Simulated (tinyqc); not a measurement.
Hubbard ring of 4 sites, step by step. Computed by tinyqc, a small Python program that keeps every step. Settings: hopping = 1.09, U = 7.2, mixing = 0.2, iteration cap = 89. Command: `OMP_NUM_THREADS=1 python tinyqc.py 20776 20777 out.jsonl` (the two numbers bound the seeds that draw the settings). One thread of a shared host (Intel(R) Xeon(R) Processor @ 2.60GHz), about 0.3 s of CPU time with the checks. Later iterations appear only in the table of the cycle.

## Mean-field iteration 1

one-body matrix (hopping and site energies) (eV), order 1, 2, 3, 4:
```
[[0.000000, -1.090000, 0.000000, -1.090000],
 [-1.090000, 0.000000, -1.090000, 0.000000],
 [0.000000, -1.090000, 0.000000, -1.090000],
 [-1.090000, 0.000000, -1.090000, 0.000000]]
```

U = 7.200000 eV

electrons, up and down: [1, 1]

mixing = 0.200000

n(up) at the start (a guess, not normalised): [0.550000, 0.000000, 0.550000, 0.000000]

n(down) at the start (a guess): [0.000000, 0.550000, 0.000000, 0.550000]

H(up) = T + U n(down), H(down) = T + U n(up); fill the lowest levels; n(new) = n + mixing (n(out) - n); E = tr T (rho up + rho down) + U sum n_up n_down of the output.

levels, up (eV): [-0.964962, 0.000000, 3.960000, 4.924962]

levels, down (eV): [-0.964962, 0.000000, 3.960000, 4.924962]

energy = -2.241139 eV

n(up) after iteration 1: [0.523617, 0.016383, 0.523617, 0.016383]

n(down) after iteration 1: [0.016383, 0.523617, 0.016383, 0.523617]

## Mean-field iteration 2

As before.

levels, up (eV): [-0.899734, 0.117960, 3.770040, 4.787734]

levels, down (eV): [-0.899734, 0.117960, 3.770040, 4.787734]

energy = -2.284556 eV

n(up) after iteration 2: [0.501000, 0.031000, 0.501000, 0.031000]

n(down) after iteration 2: [0.031000, 0.501000, 0.031000, 0.501000]

## Mean-field iteration 3

As before.

levels, up (eV): [-0.844376, 0.223202, 3.607198, 4.674776]

levels, down (eV): [-0.844376, 0.223202, 3.607198, 4.674776]

energy = -2.320984 eV

n(up) after iteration 3: [0.481457, 0.044143, 0.481457, 0.044143]

n(down) after iteration 3: [0.044143, 0.481457, 0.044143, 0.481457]

## Convergence

Each step fills the lowest levels of T + U n(other spin) and sets n(new) = n + mixing (n(out) - n); stop when output and input agree to 1e-8.

Course of the cycle:
```
iteration       E (eV)  largest |n(out) - n(in)|  mean |n_up - n_down|
1          -2.24113930                  1.32e-01              0.336167
2          -2.28455628                  1.13e-01              0.321064
3          -2.32098436                  9.77e-02              0.306569
4          -2.35162959                  8.51e-02              0.292731
5          -2.37750632                  7.47e-02              0.279570
6          -2.39945335                  6.60e-02              0.267084
7          -2.41815728                  5.87e-02              0.255255
8          -2.43417711                  5.25e-02              0.244059
9          -2.44796703                  4.73e-02              0.233464
10         -2.45989617                  4.29e-02              0.223437
11         -2.47026507                  3.91e-02              0.213944
...                ...                       ...                   ...
79         -2.55955141                  1.82e-03              0.017165
80         -2.55958224                  1.75e-03              0.016565
81         -2.55961095                  1.69e-03              0.015987
82         -2.55963768                  1.63e-03              0.015429
83         -2.55966256                  1.58e-03              0.014890
84         -2.55968574                  1.52e-03              0.014370
85         -2.55970732                  1.47e-03              0.013869
86         -2.55972741                  1.42e-03              0.013385
87         -2.55974612                  1.37e-03              0.012918
88         -2.55976355                  1.32e-03              0.012467
89         -2.55977977                  1.27e-03              0.012032
```

Not converged within 89 iterations: the residual falls steadily but slowly, by a factor of about 0.96 a step. The lowest mean-field energy found from random starts is -2.84006 eV. Reruns (cap 100 unless said): mixing 0.5: not converged; mixing 0.9: not converged; the original settings with a cap of 400: not converged.

## The many-body Hamiltonian

Basis: all placements (u, d, 2, 0 on each site), up operators ordered before down ones; hops carry the sign of the same-spin electrons passed.

H (eV), order 2000, ud00, u0d0, u00d, du00, 0200, 0ud0, 0u0d, d0u0, 0du0, 0020, 00ud, d00u, 0d0u, 00du, 0002:
```
[[7.200000, -1.090000, 0.000000, -1.090000, -1.090000, 0.000000, 0.000000, 0.000000, 0.000000, 0.000000, 0.000000, 0.000000, -1.090000, 0.000000, 0.000000, 0.000000],
 [-1.090000, 0.000000, -1.090000, 0.000000, 0.000000, -1.090000, 0.000000, 0.000000, 0.000000, 0.000000, 0.000000, 0.000000, 0.000000, -1.090000, 0.000000, 0.000000],
 [0.000000, -1.090000, 0.000000, -1.090000, 0.000000, 0.000000, -1.090000, 0.000000, 0.000000, 0.000000, 0.000000, 0.000000, 0.000000, 0.000000, -1.090000, 0.000000],
 [-1.090000, 0.000000, -1.090000, 0.000000, 0.000000, 0.000000, 0.000000, -1.090000, 0.000000, 0.000000, 0.000000, 0.000000, 0.000000, 0.000000, 0.000000, -1.090000],
 [-1.090000, 0.000000, 0.000000, 0.000000, 0.000000, -1.090000, 0.000000, -1.090000, -1.090000, 0.000000, 0.000000, 0.000000, 0.000000, 0.000000, 0.000000, 0.000000],
 [0.000000, -1.090000, 0.000000, 0.000000, -1.090000, 7.200000, -1.090000, 0.000000, 0.000000, -1.090000, 0.000000, 0.000000, 0.000000, 0.000000, 0.000000, 0.000000],
 [0.000000, 0.000000, -1.090000, 0.000000, 0.000000, -1.090000, 0.000000, -1.090000, 0.000000, 0.000000, -1.090000, 0.000000, 0.000000, 0.000000, 0.000000, 0.000000],
 [0.000000, 0.000000, 0.000000, -1.090000, -1.090000, 0.000000, -1.090000, 0.000000, 0.000000, 0.000000, 0.000000, -1.090000, 0.000000, 0.000000, 0.000000, 0.000000],
 [0.000000, 0.000000, 0.000000, 0.000000, -1.090000, 0.000000, 0.000000, 0.000000, 0.000000, -1.090000, 0.000000, -1.090000, -1.090000, 0.000000, 0.000000, 0.000000],
 [0.000000, 0.000000, 0.000000, 0.000000, 0.000000, -1.090000, 0.000000, 0.000000, -1.090000, 0.000000, -1.090000, 0.000000, 0.000000, -1.090000, 0.000000, 0.000000],
 [0.000000, 0.000000, 0.000000, 0.000000, 0.000000, 0.000000, -1.090000, 0.000000, 0.000000, -1.090000, 7.200000, -1.090000, 0.000000, 0.000000, -1.090000, 0.000000],
 [0.000000, 0.000000, 0.000000, 0.000000, 0.000000, 0.000000, 0.000000, -1.090000, -1.090000, 0.000000, -1.090000, 0.000000, 0.000000, 0.000000, 0.000000, -1.090000],
 [-1.090000, 0.000000, 0.000000, 0.000000, 0.000000, 0.000000, 0.000000, 0.000000, -1.090000, 0.000000, 0.000000, 0.000000, 0.000000, -1.090000, 0.000000, -1.090000],
 [0.000000, -1.090000, 0.000000, 0.000000, 0.000000, 0.000000, 0.000000, 0.000000, 0.000000, -1.090000, 0.000000, 0.000000, -1.090000, 0.000000, -1.090000, 0.000000],
 [0.000000, 0.000000, -1.090000, 0.000000, 0.000000, 0.000000, 0.000000, 0.000000, 0.000000, 0.000000, -1.090000, 0.000000, 0.000000, -1.090000, 0.000000, -1.090000],
 [0.000000, 0.000000, 0.000000, -1.090000, 0.000000, 0.000000, 0.000000, 0.000000, 0.000000, 0.000000, 0.000000, -1.090000, -1.090000, 0.000000, -1.090000, 7.200000]]
```

## Exact diagonalisation (16 states)

Lowest levels of the sector, and the double occupancy of the lowest state.

lowest levels (eV): [-3.556308, -2.180000, -2.180000, -0.608610, -0.608610, 0.000000]

double occupancy per site = 0.011200

## The lowest level by Lanczos steps

From a random start vector (not printed): a_j = <q_j|H|q_j>, b_j = norm of the remainder after orthogonalising; the Ritz value is the lowest eigenvalue of the tridiagonal matrix of a and b so far.

Lanczos:
```
j   a_j (eV)  b_j (eV)  lowest Ritz value (eV)
1   1.624464  3.696879              1.62446381
2   2.611979  4.148572             -1.61148542
3   2.198744  1.540034             -3.29683847
4   0.339412  2.955594             -3.47491822
5   6.312409  2.718712             -3.52922252
6  -0.497679  1.198381             -3.55371435
7   5.286087  3.109839             -3.55571760
8   1.834218  1.047908             -3.55627990
9   1.890366         0             -3.55630818
```
